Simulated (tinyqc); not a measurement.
Resistive crossbar, vector-matrix product with wire resistance: one step of the calculation.

2 rows and 3 columns. Cell (i, j) joins row node wij to column node bij. Each row is driven at its left end through one wire segment rw; neighbouring nodes along a row or a column are joined by rw; each column ends below the last row in one more rw and a virtual ground, where its current is read. Ideal output: I_j = sum_i V_i G_ij.

Task. Node voltages and column currents. Solve A x = b; I_j = b2j/rw.

Inputs (values chosen for the exercise):
```
symbol  value  unit                                     meaning
rw        100   ohm  wire resistance between neighbouring cells
```

A (uS):
```
           w11        w12        w13        w21        w22        w23        b11        b12
w11  20002.900     -10000          0          0          0          0       -2.9          0
w12     -10000  20038.000     -10000          0          0          0          0        -38
w13          0     -10000  10033.000          0          0          0          0          0
w21          0          0          0  20025.000     -10000          0          0          0
w22          0          0          0     -10000  20044.000     -10000          0          0
w23          0          0          0          0     -10000  10007.300          0          0
b11       -2.9          0          0          0          0          0  10002.900          0
b12          0        -38          0          0          0          0          0  10038.000
b13          0          0        -33          0          0          0          0          0
b21          0          0          0        -25          0          0     -10000          0
b22          0          0          0          0        -44          0          0     -10000
b23          0          0          0          0          0       -7.3          0          0

           b13        b21        b22        b23
w11          0          0          0          0
w12          0          0          0          0
w13        -33          0          0          0
w21          0        -25          0          0
w22          0          0        -44          0
w23          0          0          0       -7.3
b11          0     -10000          0          0
b12          0          0     -10000          0
b13  10033.000          0          0     -10000
b21          0  20025.000          0          0
b22          0          0  20044.000          0
b23     -10000          0          0  20007.300
```

b (uA): w11 2700, w12 0, w13 0, w21 1100, w22 0, w23 0, b11 0, b12 0, b13 0, b21 0, b22 0, b23 0

Find: row nodes; column nodes; column currents.

Result.

row nodes (mV): w11 268.05, w12 266.18, w13 265.31, w21 109.18, w22 108.63, w23 108.55
column nodes (mV): b11 0.42729, b12 2.4756, b13 1.8176, b21 0.34968, b22 1.4736, b23 0.94807
column currents (uA): column 1 3.4968, column 2 14.736, column 3 9.4807

Numbers from tinyqc (`OMP_NUM_THREADS=1 python tinyqc.py 2880025 2880026 out.jsonl`; about 0.02 s on one thread of a shared Intel Xeon 2.30GHz).
